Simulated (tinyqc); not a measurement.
# Gate voltage for a given inversion charge

Problem. p-type body, charge-sheet picture, depletion and inversion only, full ionisation (an idealisation for deep acceptors), Boltzmann statistics (rough once Na exp(x - xn) passes about Nc/7). In units of Vt: xg = (Vg - Vfb)/Vt, x = psi/Vt, G = gamma/sqrt(Vt), xn = (2 phiF + Vc)/Vt. The implicit equation is (xg - x)^2 = G^2 [x - 1 + exp(x - xn)] for x above about 3. Cox = eps0 eox/tox. ni = sqrt(Nc Nv) exp(-Eg/(2 Vt)), Eg in volts; phiF = Vt ln(Na/ni); gamma = sqrt(2 q eps0 eps_r Na)/Cox. N_inv = (Cox Vt G/q) [sqrt(x - 1 + exp(x - xn)) - sqrt(x - 1)]. Find x - xn, psi and Vg.

Parameters, values chosen for the exercise; band and dielectric values close to those of silicon:
```
symbol,value,unit,meaning
T,300,K,temperature
Eg,1.11,eV,band gap
eps_r,11.8,,relative permittivity
Nc,2.82e19,cm^-3,conduction-band density of states at T
Nv,2.62e19,cm^-3,valence-band density of states at T
eox,9.02,,relative permittivity of the gate insulator (close to aluminium oxide)
tox,5.3,nm,insulator thickness
Na,9.5e16,cm^-3,acceptor density
Vfb,-0.36,V,flat-band voltage
Vc,0.2,V,channel-body voltage
```

Constants: q = 1.602176634e-19 C, kB = 1.380649e-23 J/K, Vt = kB T/q, eps0 = 8.8541878128e-14 F/cm where lengths are in cm. Results are converted to the units shown.

N_inv = 4.9e11 cm^-2

Solution. N_inv rises steadily with x, so it fixes x; the implicit equation then gives xg directly.

x - xn = 3.762
psi = 1.115 V
Vg = 0.9304 V

Computed by the program tinyqc: `OMP_NUM_THREADS=1 python tinyqc.py 2122139 2122140 out.jsonl`, one thread of a shared Intel Xeon 2.30GHz, about 0.01 s for the whole run.
